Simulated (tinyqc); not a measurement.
Worked calculation: Hubbard chain of 4 sites. Computed by tinyqc, a small Python program that keeps every step. Settings: hopping = 0.81, U = 1.3, mixing = 1, iteration cap = 82. Command: `OMP_NUM_THREADS=1 python tinyqc.py 23857 23858 out.jsonl` (the two numbers bound the seeds that draw the settings). One thread of a shared host (Intel(R) Xeon(R) Processor @ 2.60GHz), about 0.2 s of CPU time with the checks. Later iterations appear only in the table of the cycle.

## Mean-field iteration 1

one-body matrix (hopping and site energies) (eV), lower triangle:
```
,1,2,3,4
1,0.00000
2,-0.81000,0.00000
3,0.00000,-0.81000,0.00000
4,0.00000,0.00000,-0.81000,0.00000
```

U = 1.30000 eV

electrons, up and down: 2  2

mixing = 1

n(up) at the start (a guess, not normalised): 1 0.95000, 2 0.05000, 3 0.95000, 4 0.05000

n(down) at the start (a guess): 1 0.05000, 2 0.95000, 3 0.05000, 4 0.95000

H(up) = T + U n(down), H(down) = T + U n(up); fill the lowest levels; n(new) = n + mixing (n(out) - n); E = tr T (rho up + rho down) + U sum n_up n_down of the output.

levels, up (eV): -0.78524  -0.11996  1.41996  2.08524

levels, down (eV): -0.78524  -0.11996  1.41996  2.08524

energy = -2.19552 eV

n(up) after iteration 1: 1 0.83122, 2 0.24753, 3 0.75247, 4 0.16878

n(down) after iteration 1: 1 0.16878, 2 0.75247, 3 0.24753, 4 0.83122

## Mean-field iteration 2

As before.

levels, up (eV): -0.71107  0.01053  1.28947  2.01107

levels, down (eV): -0.71107  0.01053  1.28947  2.01107

energy = -2.27531 eV

n(up) after iteration 2: 1 0.76390, 2 0.31937, 3 0.68063, 4 0.23610

n(down) after iteration 2: 1 0.23610, 2 0.68063, 3 0.31937, 4 0.76390

## Convergence

Each step fills the lowest levels of T + U n(other spin) and sets n(new) = n + mixing (n(out) - n); stop when output and input agree to 1e-8.

Course of the cycle:
```
iteration,E (eV),largest |n(out) - n(in)|,mean |n_up - n_down|
1,-2.1955249,1.98e-01,0.58369
2,-2.2753115,7.18e-02,0.44453
3,-2.2978148,4.38e-02,0.36430
4,-2.3072261,3.09e-02,0.31063
5,-2.3120859,2.32e-02,0.27135
6,-2.3149421,1.83e-02,0.24087
7,-2.3167738,1.49e-02,0.21625
8,-2.3180241,1.24e-02,0.19579
9,-2.3189182,1.06e-02,0.17841
10,-2.3195810,9.18e-03,0.16339
11,-2.3200864,8.05e-03,0.15023
...,...,...,...
72,-2.3224294,1.16e-04,0.00292
73,-2.3224295,1.09e-04,0.00274
74,-2.3224295,1.02e-04,0.00257
75,-2.3224296,9.61e-05,0.00242
76,-2.3224297,9.03e-05,0.00227
77,-2.3224297,8.49e-05,0.00213
78,-2.3224298,7.97e-05,0.00201
79,-2.3224298,7.49e-05,0.00188
80,-2.3224298,7.04e-05,0.00177
81,-2.3224299,6.61e-05,0.00166
82,-2.3224299,6.21e-05,0.00156
```

Not converged within 82 iterations: the residual falls steadily but slowly, by a factor of about 0.94 a step. The lowest mean-field energy found from random starts is -2.32243 eV. Reruns (cap 100 unless said): mixing 0.2: not converged; mixing 0.5: not converged; mixing 0.9: not converged; the original settings with a cap of 400: converged in 223 (E = -2.32243).

## Exact diagonalisation (36 states)

Lowest levels of the sector, and the double occupancy of the lowest state.

lowest levels (eV): -2.53532  -1.84100  -1.18289  -1.03136  -0.95142  -0.51122

double occupancy per site = 0.16969

## The lowest level by Lanczos steps

From a random start vector (not printed): a_j = <q_j|H|q_j>, b_j = norm of the remainder after orthogonalising; the Ritz value is the lowest eigenvalue of the tridiagonal matrix of a and b so far.

Lanczos:
```
j,a_j (eV),b_j (eV),lowest Ritz value (eV)
1,0.27352,2.61823,0.2735164
2,1.69176,2.36183,-1.7299208
3,1.25836,1.60327,-2.3987867
4,1.89164,1.51066,-2.5150886
5,1.99845,1.37694,-2.5317039
6,1.52358,1.97591,-2.5338989
7,1.12418,1.61234,-2.5348274
8,1.40355,1.64926,-2.5351475
9,0.85144,1.48897,-2.5352685
10,1.07628,1.26481,-2.5353087
```
